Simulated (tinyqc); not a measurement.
Worked calculation (part 1 of 2): CCSD on RHF in the sto-3g basis, frozen core, for BeH2, spin multiplicity 1. Computed by tinyqc, a small Python program that keeps every step (integrals from PySCF). Settings: charge = 0, multiplicity = 1, basis = sto-3g, method = RHF, frozen orbitals = 1, energy threshold = 1e-10, iteration cap = 62, orthogonalisation = canonical, start = atomic densities, DIIS depth = 6, amplitude equations = CCSD, DIIS depth for amplitudes = 4, cap on updates = 89. Command: `OMP_NUM_THREADS=1 python tinyqc.py 28817 28818 out.jsonl` (the two numbers bound the seeds that draw the settings). One thread of a shared host (Intel(R) Xeon(R) Processor @ 2.60GHz), about 0.4 s of CPU time with the checks. The early iterations of the SCF are left out here.

## One-electron integrals

Geometry (angstrom):
```
atom         x          y         z
Be    0.000000   0.000000  0.000000
H     0.000000   1.369000  0.034000
H     0.000000  -1.461000  0.037000
```

Basis sto-3g: exponents (1/bohr^2) and contraction coefficients of normalised primitives:
```
element  l (shell)   exponent  coefficient
Be           s (1)  30.167871     0.154329
Be           s (1)   5.495115     0.535328
Be           s (1)   1.487193     0.444635
Be           s (2)   1.314833    -0.099967
Be           s (2)   0.305539     0.399513
Be           s (2)   0.099371     0.700115
Be           p (3)   1.314833     0.155916
Be           p (3)   0.305539     0.607684
Be           p (3)   0.099371     0.391957
H            s (1)   3.425251     0.154329
H            s (1)   0.623914     0.535328
H            s (1)   0.168855     0.444635
```

Overlap, kinetic and nuclear-attraction integrals over the contracted functions; the nuclear repulsion is the sum of Za Zb / Rab.

nuclear repulsion = 3.18102709 hartree

overlap S:
```
           1Be 1s    1Be 2s   1Be 2px    1Be 2py   1Be 2pz     2H 1s      3H 1s
1Be 1s   1.000000  0.259517  0.000000   0.000000  0.000000  0.065120   0.053188
1Be 2s   0.259517  1.000000  0.000000   0.000000  0.000000  0.448112   0.411780
1Be 2px  0.000000  0.000000  1.000000   0.000000  0.000000  0.000000   0.000000
1Be 2py  0.000000  0.000000  0.000000   1.000000  0.000000  0.517311  -0.489214
1Be 2pz  0.000000  0.000000  0.000000   0.000000  1.000000  0.012848   0.012389
2H 1s    0.065120  0.448112  0.000000   0.517311  0.012848  1.000000   0.025977
3H 1s    0.053188  0.411780  0.000000  -0.489214  0.012389  0.025977   1.000000
```

kinetic energy T (hartree):
```
            1Be 1s     1Be 2s   1Be 2px    1Be 2py   1Be 2pz      2H 1s      3H 1s
1Be 1s    6.693975  -0.033012  0.000000   0.000000  0.000000  -0.015980  -0.014175
1Be 2s   -0.033012   0.211111  0.000000   0.000000  0.000000   0.064627   0.051663
1Be 2px   0.000000   0.000000  0.660592   0.000000  0.000000   0.000000   0.000000
1Be 2py   0.000000   0.000000  0.000000   0.660592  0.000000   0.184101  -0.155088
1Be 2pz   0.000000   0.000000  0.000000   0.000000  0.660592   0.004572   0.003928
2H 1s    -0.015980   0.064627  0.000000   0.184101  0.004572   0.760032  -0.008107
3H 1s    -0.014175   0.051663  0.000000  -0.155088  0.003928  -0.008107   0.760032
```

nuclear attraction V (hartree):
```
             1Be 1s     1Be 2s    1Be 2px    1Be 2py    1Be 2pz      2H 1s      3H 1s
1Be 1s   -15.309602  -2.093497   0.000000  -0.002102  -0.000811  -0.524520  -0.427102
1Be 2s    -2.093497  -3.021905   0.000000  -0.010818  -0.006992  -1.309759  -1.168906
1Be 2px    0.000000   0.000000  -2.931539   0.000000   0.000000   0.000000   0.000000
1Be 2py   -0.002102  -0.010818   0.000000  -3.147526  -0.000207  -1.479486   1.354118
1Be 2pz   -0.000811  -0.006992   0.000000  -0.000207  -2.931674  -0.037501  -0.034984
2H 1s     -0.524520  -1.309759   0.000000  -1.479486  -0.037501  -2.948449  -0.088025
3H 1s     -0.427102  -1.168906   0.000000   1.354118  -0.034984  -0.088025  -2.855032
```

core Hamiltonian H = T + V (hartree):
```
            1Be 1s     1Be 2s    1Be 2px    1Be 2py    1Be 2pz      2H 1s      3H 1s
1Be 1s   -8.615627  -2.126509   0.000000  -0.002102  -0.000811  -0.540500  -0.441276
1Be 2s   -2.126509  -2.810794   0.000000  -0.010818  -0.006992  -1.245132  -1.117243
1Be 2px   0.000000   0.000000  -2.270947   0.000000   0.000000   0.000000   0.000000
1Be 2py  -0.002102  -0.010818   0.000000  -2.486934  -0.000207  -1.295385   1.199030
1Be 2pz  -0.000811  -0.006992   0.000000  -0.000207  -2.271083  -0.032929  -0.031056
2H 1s    -0.540500  -1.245132   0.000000  -1.295385  -0.032929  -2.188417  -0.096132
3H 1s    -0.441276  -1.117243   0.000000   1.199030  -0.031056  -0.096132  -2.095000
```

## Two-electron integrals

Functions are numbered as in S; the eight-fold symmetry (ij|kl) = (ji|kl) = (kl|ij) leaves the list below.

Two-electron integrals (ij|kl) in chemists' order, unique and non-zero (hartree):
```
(11|11) 2.298831    (21|11) 0.392036    (21|21) 0.079539    (22|11) 0.570988
(22|21) 0.143041    (22|22) 0.417683    (31|31) 0.014607    (32|31) 0.021888
(32|32) 0.092265    (33|11) 0.569578    (33|21) 0.143083    (33|22) 0.417589
(33|33) 0.449859    (41|41) 0.014607    (42|41) 0.021888    (42|42) 0.092265
(43|43) 0.024249    (44|11) 0.569578    (44|21) 0.143083    (44|22) 0.417589
(44|33) 0.401360    (44|44) 0.449859    (51|51) 0.014607    (52|51) 0.021888
(52|52) 0.092265    (53|53) 0.024249    (54|54) 0.024249    (55|11) 0.569578
(55|21) 0.143083    (55|22) 0.417589    (55|33) 0.401360    (55|44) 0.401360
(55|55) 0.449859    (61|11) 0.097336    (61|21) 0.019732    (61|22) 0.035749
(61|33) 0.035489    (61|41) 0.001767    (61|42) 0.003306    (61|44) 0.036288
(61|51) 0.000044    (61|52) 0.000082    (61|54) 0.000020    (61|55) 0.035489
(61|61) 0.005140    (62|11) 0.218133    (62|21) 0.055348    (62|22) 0.173848
(62|33) 0.167476    (62|41) 0.007275    (62|42) 0.043045    (62|44) 0.186423
(62|51) 0.000181    (62|52) 0.001069    (62|54) 0.000471    (62|55) 0.167488
(62|61) 0.015176    (62|62) 0.104266    (63|31) 0.005308    (63|32) 0.024255
(63|43) 0.007629    (63|53) 0.000189    (63|63) 0.010116    (64|11) 0.227680
(64|21) 0.058516    (64|22) 0.192873    (64|33) 0.181456    (64|41) 0.011908
(64|42) 0.067291    (64|44) 0.215498    (64|51) 0.000164    (64|52) 0.001069
(64|54) 0.000656    (64|55) 0.181468    (64|61) 0.016843    (64|62) 0.132074
(64|64) 0.173623    (65|11) 0.005655    (65|21) 0.001453    (65|22) 0.004790
(65|33) 0.004507    (65|41) 0.000164    (65|42) 0.001069    (65|44) 0.004973
(65|51) 0.005312    (65|52) 0.024281    (65|54) 0.007641    (65|55) 0.004886
(65|61) 0.000418    (65|62) 0.003280    (65|64) 0.004061    (65|65) 0.010217
(66|11) 0.383209    (66|21) 0.099041    (66|22) 0.346986    (66|33) 0.321767
(66|41) 0.015937    (66|42) 0.119247    (66|44) 0.397102    (66|51) 0.000396
(66|52) 0.002962    (66|54) 0.001871    (66|55) 0.321813    (66|61) 0.028003
(66|62) 0.259809    (66|64) 0.350621    (66|65) 0.008708    (66|66) 0.774606
(71|11) 0.079369    (71|21) 0.016094    (71|22) 0.029187    (71|33) 0.028980
(71|41) -0.001425   (71|42) -0.002687   (71|44) 0.029616    (71|51) 0.000036
(71|52) 0.000068    (71|54) -0.000016   (71|55) 0.028980    (71|61) 0.003822
(71|62) 0.010452    (71|64) 0.010608    (71|65) 0.000290    (71|66) 0.018409
(71|71) 0.003416    (72|11) 0.193158    (72|21) 0.049100    (72|22) 0.156268
(72|33) 0.150336    (72|41) -0.006428   (72|42) -0.039471   (72|44) 0.167980
(72|51) 0.000163    (72|52) 0.001000    (72|54) -0.000447   (72|55) 0.150347
(72|61) 0.011357    (72|62) 0.050333    (72|64) 0.050470    (72|65) 0.001567
(72|66) 0.093283    (72|71) 0.010991    (72|72) 0.087117    (73|31) 0.004501
(73|32) 0.021084    (73|43) -0.006829   (73|53) 0.000173    (73|63) 0.003800
(73|73) 0.007994    (74|11) -0.207427   (74|21) -0.053371   (74|22) -0.178121
(74|33) -0.167565   (74|41) 0.010439    (74|42) 0.061401    (74|44) -0.199043
(74|51) -0.000150   (74|52) -0.001021   (74|54) 0.000624    (74|55) -0.167576
(74|61) -0.011901   (74|62) -0.052420   (74|64) -0.050484   (74|65) -0.001604
(74|66) -0.095725   (74|71) -0.012484   (74|72) -0.112934   (74|74) 0.151148
(75|11) 0.005253    (75|21) 0.001352    (75|22) 0.004511    (75|33) 0.004244
(75|41) -0.000150   (75|42) -0.001021   (75|44) 0.004695    (75|51) 0.004505
(75|52) 0.021110    (75|54) -0.006841   (75|55) 0.004590    (75|61) 0.000329
(75|62) 0.001624    (75|64) 0.001606    (75|65) 0.003850    (75|66) 0.003082
(75|71) 0.000316    (75|72) 0.002860    (75|74) -0.003625   (75|75) 0.008086
(76|11) 0.016293    (76|21) 0.004030    (76|22) 0.011373    (76|33) 0.011196
(76|41) -0.000016   (76|42) -0.000120   (76|44) 0.011718    (76|51) 0.000026
(76|52) 0.000127    (76|54) -1.98e-06   (76|55) 0.011199    (76|61) 0.001009
(76|62) 0.004793    (76|64) 0.005375    (76|65) 0.000166    (76|66) 0.009760
(76|71) 0.000828    (76|72) 0.004434    (76|74) -0.005158   (76|75) 0.000158
(76|76) 0.000315    (77|11) 0.360025    (77|21) 0.093163    (77|22) 0.332320
(77|33) 0.308255    (77|41) -0.014288   (77|42) -0.113333   (77|44) 0.380137
(77|51) 0.000362    (77|52) 0.002870    (77|54) -0.001820   (77|55) 0.308301
(77|61) 0.021294    (77|62) 0.100093    (77|64) 0.099052    (77|65) 0.003187
(77|66) 0.186966    (77|71) 0.021394    (77|72) 0.235415    (77|74) -0.323974
(77|75) 0.008205    (77|76) 0.009760    (77|77) 0.774606
```

## Orthogonalisation

S = U s U^T; canonical form X = U s^(-1/2), so that X^T S X = 1. Each column of U has its largest component positive (the first on a tie).

eigenvalues of S: 0.270806  0.380844  0.943203  1.000000  1.000859  1.678431  1.725857

X:
```
                 1          2          3         4          5          6         7
1Be 1s   -0.053814  -0.346550   0.939708  0.000000  -0.111918   0.167723  0.187739
1Be 2s    0.275858   1.153534  -0.078970  0.000000  -0.015737   0.345098  0.393037
1Be 2px   0.000000   0.000000   0.000000  1.000000   0.000000   0.000000  0.000000
1Be 2py   1.319653  -0.224224  -0.008853  0.000000   0.001393  -0.416912  0.354947
1Be 2pz   0.006741   0.029748   0.123788  0.000000   0.992008   0.008503  0.009357
2H 1s    -1.128593  -0.574309  -0.270459  0.000000   0.032859  -0.053736  0.513193
3H 1s     0.773588  -0.891074  -0.287020  0.000000   0.034744   0.521341  0.016025
```

## Iteration 7 (converged): orbitals

converged F (hartree):
```
            1Be 1s     1Be 2s   1Be 2px    1Be 2py    1Be 2pz      2H 1s      3H 1s
1Be 1s   -4.520690  -1.288359  0.000000  -0.000314   0.000577  -0.332897  -0.272539
1Be 2s   -1.288359  -0.618428  0.000000  -0.013554  -0.005307  -0.405633  -0.372050
1Be 2px   0.000000   0.000000  0.213158   0.000000   0.000000   0.000000   0.000000
1Be 2py  -0.000314  -0.013554  0.000000  -0.204983  -0.000353  -0.331029   0.317307
1Be 2pz   0.000577  -0.005307  0.000000  -0.000353   0.212983  -0.006548  -0.006351
2H 1s    -0.332897  -0.405633  0.000000  -0.331029  -0.006548  -0.301255  -0.034795
3H 1s    -0.272539  -0.372050  0.000000   0.317307  -0.006351  -0.034795  -0.265422
```

Diagonalise F' = X^T F X, C = X C', fill 3 alpha and 3 beta electrons from the bottom; D = 2 C_occ C_occ^T. Each column has its largest component positive (the first on a tie).

F' = X^T F X (hartree):
```
           1          2          3         4          5          6          7
1   0.839448  -0.058458   0.054000  0.000000  -0.005676  -0.019889   0.043073
2  -0.058458   0.358552   0.524656  0.000000  -0.060616   0.142045   0.152086
3   0.054000   0.524656  -3.567516  0.000000   0.479598  -1.059183  -1.216352
4   0.000000   0.000000   0.000000  0.213158   0.000000   0.000000   0.000000
5  -0.005676  -0.060616   0.479598  0.000000   0.152118   0.138182   0.158505
6  -0.019889   0.142045  -1.059183  0.000000   0.138182  -0.766030  -0.427522
7   0.043073   0.152086  -1.216352  0.000000   0.158505  -0.427522  -0.905813
```

orbital energies (hartree): MO1 -4.524104, MO2 -0.445102, MO3 -0.402203, MO4 0.212837, MO5 0.213158, MO6 0.421318, MO7 0.848014

coefficients C:
```
               MO1        MO2        MO3        MO4       MO5        MO6        MO7
1Be 1s    0.991780  -0.214249  -0.045232   0.012187  0.000000  -0.223701  -0.013399
1Be 2s    0.031683   0.559834   0.134037  -0.053707  0.000000   1.154965   0.132591
1Be 2px   0.000000   0.000000   0.000000   0.000000  1.000000   0.000000   0.000000
1Be 2py   0.000062   0.108667  -0.488242   0.000967  0.000000  -0.063531   1.355514
1Be 2pz  -0.000014   0.005729   0.001312   0.998531  0.000000   0.058143   0.003714
2H 1s    -0.003135   0.473142  -0.313785   0.023338  0.000000  -0.739275  -1.036643
3H 1s    -0.003571   0.292390   0.493678   0.024507  0.000000  -0.821580   0.862135
```

D after iteration 7:
```
            1Be 1s     1Be 2s   1Be 2px    1Be 2py    1Be 2pz      2H 1s      3H 1s
1Be 1s    2.063152  -0.189168  0.000000  -0.002272  -0.002601  -0.180572  -0.177033
1Be 2s   -0.189168   0.664768  0.000000  -0.009210   0.006766   0.445446   0.459496
1Be 2px   0.000000   0.000000  0.000000   0.000000   0.000000   0.000000   0.000000
1Be 2py  -0.002272  -0.009210  0.000000   0.500377  -0.000036   0.409235  -0.418523
1Be 2pz  -0.002601   0.006766  0.000000  -0.000036   0.000069   0.004598   0.004646
2H 1s    -0.180572   0.445446  0.000000   0.409235   0.004598   0.644669  -0.033110
3H 1s    -0.177033   0.459496  0.000000  -0.418523   0.004646  -0.033110   0.658445
```

## Convergence

Stop when the energy changes by less than 1e-10 hartree and every element of the error matrix X^T (F D S - S D F) X is below 3e-06.

Course of the cycle:
```
iteration   E (hartree)     change  largest element of the error matrix
1          -15.36806607          -                             3.58e-01
2          -15.53255037  -1.64e-01                             1.13e-01
3          -15.54812735  -1.56e-02                             1.81e-02
4          -15.54873752  -6.10e-04                             6.32e-04
5          -15.54873817  -6.47e-07                             5.55e-05
6          -15.54873818  -6.89e-09                             5.86e-06
7          -15.54873818  -7.50e-11                             3.86e-07
```

PySCF RHF in the same basis = -15.54873818 hartree

Converged in 7 iterations.

## Integrals over molecular orbitals

(pq|rs) = sum C_ip C_jq C_kr C_ls (ij|kl), one index at a time.

one-electron integrals over orbitals h = C^T H C (hartree):
```
           1          2          3          4          5          6          7
1  -8.604093   0.213054   0.045900  -0.012735   0.000000   0.198737   0.009307
2   0.213054  -2.410426   0.015321   0.003069   0.000000  -0.188948  -0.064773
3   0.045900   0.015321  -2.343836   0.001715   0.000000  -0.079798   0.285900
4  -0.012735   0.003069   0.001715  -2.270415   0.000000  -0.013378  -0.000553
5   0.000000   0.000000   0.000000   0.000000  -2.270947   0.000000   0.000000
6   0.198737  -0.188948  -0.079798  -0.013378   0.000000  -1.910884   0.007296
7   0.009307  -0.064773   0.285900  -0.000553   0.000000   0.007296  -1.828804
```

Two-electron integrals over orbitals (pq|rs), unique and non-zero (hartree); the lowest 1 orbital is frozen and left out:
```
(22|22) 0.423691    (32|22) -0.068994   (32|32) 0.132381    (33|22) 0.372055
(33|32) 0.056145    (33|33) 0.451435    (42|22) 0.002756    (42|32) -0.000617
(42|33) 0.002293    (42|42) 0.047095    (43|22) -0.000893   (43|32) 0.002846
(43|33) 0.001917    (43|42) 0.007001    (43|43) 0.015401    (44|22) 0.363960
(44|32) -0.000206   (44|33) 0.347818    (44|42) -0.006531   (44|43) -0.001716
(44|44) 0.450091    (52|52) 0.047088    (53|52) 0.007012    (53|53) 0.015299
(54|52) -0.002233   (54|53) -0.000520   (54|54) 0.024339    (55|22) 0.364099
(55|32) -0.000201   (55|33) 0.347850    (55|42) -0.002083   (55|43) -0.000681
(55|44) 0.401297    (55|55) 0.449859    (62|22) -0.029218   (62|32) 0.020933
(62|33) -0.034672   (62|42) -0.000826   (62|43) 0.000080    (62|44) 0.054746
(62|55) 0.055071    (62|62) 0.075556    (63|22) 0.036757    (63|32) -0.081063
(63|33) -0.048308   (63|42) 0.000037    (63|43) -0.002753   (63|44) 0.020062
(63|55) 0.020150    (63|62) 0.007879    (63|63) 0.088497    (64|22) 0.001068
(64|32) -0.000240   (64|33) -0.000980   (64|42) 0.045223    (64|43) 0.011087
(64|44) -0.001392   (64|55) 0.001677    (64|62) 0.005191    (64|63) 0.001782
(64|64) 0.049873    (65|52) 0.045600    (65|53) 0.011191    (65|54) -0.001546
(65|65) 0.050166    (66|22) 0.382685    (66|32) 0.012329    (66|33) 0.406771
(66|42) 0.006274    (66|43) 0.001866    (66|44) 0.361512    (66|55) 0.361959
(66|62) -0.028261   (66|63) -0.018495   (66|64) 0.004163    (66|66) 0.407545
(72|22) -0.022900   (72|32) 0.039712    (72|33) 0.009310    (72|42) -0.001556
(72|43) 0.002541    (72|44) 0.015388    (72|55) 0.015404    (72|62) 0.030101
(72|63) -0.054027   (72|64) 0.000617    (72|66) -0.002326   (72|72) 0.061562
(73|22) 0.002209    (73|32) -0.001308   (73|33) 0.017952    (73|42) 0.003749
(73|43) 0.001437    (73|44) -0.061326   (73|55) -0.061341   (73|62) -0.067440
(73|63) -0.029824   (73|64) -0.002092   (73|66) 0.022764    (73|72) -0.012958
(73|73) 0.079386    (74|22) -0.002961   (74|32) 0.006232    (74|33) 0.002957
(74|42) 0.006501    (74|43) -0.012303   (74|44) -0.000267   (74|55) -1.87e-06
(74|62) 0.001147    (74|63) -0.004004   (74|64) 0.002533    (74|66) 0.001087
(74|72) 0.001227    (74|73) -0.000160   (74|74) 0.017237    (75|52) 0.006551
(75|53) -0.012426   (75|54) -0.000134   (75|65) 0.002585    (75|75) 0.016917
(76|22) 0.061027    (76|32) -0.126386   (76|33) -0.061257   (76|42) 0.001098
(76|43) -0.003451   (76|44) 0.000836    (76|55) 0.000885    (76|62) -0.017473
(76|63) 0.090646    (76|64) 0.000901    (76|66) -0.017468   (76|72) -0.052556
(76|73) -0.002701   (76|74) -0.005909   (76|76) 0.136637    (77|22) 0.427392
(77|32) -0.022243   (77|33) 0.425818    (77|42) 0.000697    (77|43) -0.000437
(77|44) 0.386425    (77|55) 0.386330    (77|62) -0.031456   (77|63) 0.008433
(77|64) -0.001572   (77|66) 0.424111    (77|72) -0.014010   (77|73) 0.003284
(77|74) -0.000838   (77|76) 0.016243    (77|77) 0.478014
```

## CCSD: starting amplitudes

t_ij^ab = <ij||ab> / (e_i + e_j - e_a - e_b), whose energy is MP2.

Starting amplitudes (spin orbitals 1a, 1b, ...; amplitudes related by a flip of all spins are not repeated; the 24 largest):
```
from      to          t
3a 3b  6a 6b  -0.053731
2a 2b  6a 6b  -0.043602
2a 2b  4a 4b  -0.035790
2a 2b  5a 5b  -0.035767
2a 3b  6a 7b   0.031862
3a 3b  7a 7b  -0.031749
2a 3b  6b 7a  -0.025525
2a 2b  7a 7b  -0.023804
3a 3b  6a 7b   0.014382
2a 2b  6a 7b  -0.013939
3a 3b  4a 4b  -0.012520
3a 3b  5a 5b  -0.012431
2a 3a  6a 7a   0.006337
2a 3b  5a 5b  -0.005505
2a 3b  4a 4b  -0.005500
2a 3b  7a 7b   0.005095
2a 3b  6a 6b  -0.004662
2a 3b  4a 7b  -0.001965
3a 3b  4a 6b   0.001914
2a 3b  4b 7a   0.001332
2a 2b  4a 7b   0.000797
3a 3b  4a 7b  -0.000771
2a 3a  4a 7a  -0.000633
2a 2b  4a 6b   0.000542
```

correlation energy = -0.02510943 hartree

## CCSD: amplitude update 1

t_i^a D_i^a and t_ij^ab D_ij^ab are set to the remaining terms of the spin-orbital equations, evaluated with the old amplitudes; for the doubles these are <ij||ab> + 1/2 <ab||ef> t_ij^ef + 1/2 <mn||ij> t_mn^ab + P(ij)P(ab) <mb||ej> t_im^ae + terms in t^2 + terms with t1, D the orbital-energy denominators.

Amplitudes after update 1 (spin orbitals 1a, 1b, ...; amplitudes related by a flip of all spins are not repeated; the 24 largest):
```
from      to          t
3a 3b  6a 6b  -0.074264
2a 2b  6a 6b  -0.056607
2a 2b  4a 4b  -0.045233
2a 2b  5a 5b  -0.045203
2a 3b  6a 7b   0.043888
3a 3b  7a 7b  -0.040429
2a 3b  6b 7a  -0.036667
2a 2b  7a 7b  -0.031146
3a 3b  6a 7b   0.020255
2a 2b  6a 7b  -0.019178
3a 3b  4a 4b  -0.009989
3a 3b  5a 5b  -0.009838
2a 3b  5a 5b  -0.008155
2a 3b  4a 4b  -0.008141
2a 3a  6a 7a   0.007222
2a 3b  7a 7b   0.006594
2a 3b  6a 6b  -0.006064
2a        6a   0.005114
3a 3b  4a 6b   0.003085
2a 3b  4a 7b  -0.002658
2a 3b  4b 7a   0.001913
3a        7a   0.001217
3a        6a   0.001174
2a 2b  4a 7b   0.001093
```

correlation energy = -0.03352707 hartree

## CCSD: amplitude update 2

As before.

Amplitudes after update 2 (spin orbitals 1a, 1b, ...; amplitudes related by a flip of all spins are not repeated; the 24 largest):
```
from      to          t
3a 3b  6a 6b  -0.083606
2a 2b  6a 6b  -0.060952
2a 2b  4a 4b  -0.048507
2a 2b  5a 5b  -0.048471
2a 3b  6a 7b   0.047924
3a 3b  7a 7b  -0.043262
2a 3b  6b 7a  -0.040551
2a 2b  7a 7b  -0.033662
3a 3b  6a 7b   0.022232
2a 2b  6a 7b  -0.020860
2a 3b  5a 5b  -0.009537
2a 3b  4a 4b  -0.009518
2a        6a   0.007853
2a 3a  6a 7a   0.007372
2a 3b  7a 7b   0.007000
3a 3b  4a 4b  -0.006983
3a 3b  5a 5b  -0.006791
2a 3b  6a 6b  -0.006160
3a 3b  4a 6b   0.003775
2a 3b  4a 7b  -0.002902
2a 3b  4b 7a   0.002134
3a        7a   0.002093
3a        6a   0.001755
2a        4a  -0.001204
```

correlation energy = -0.03652109 hartree
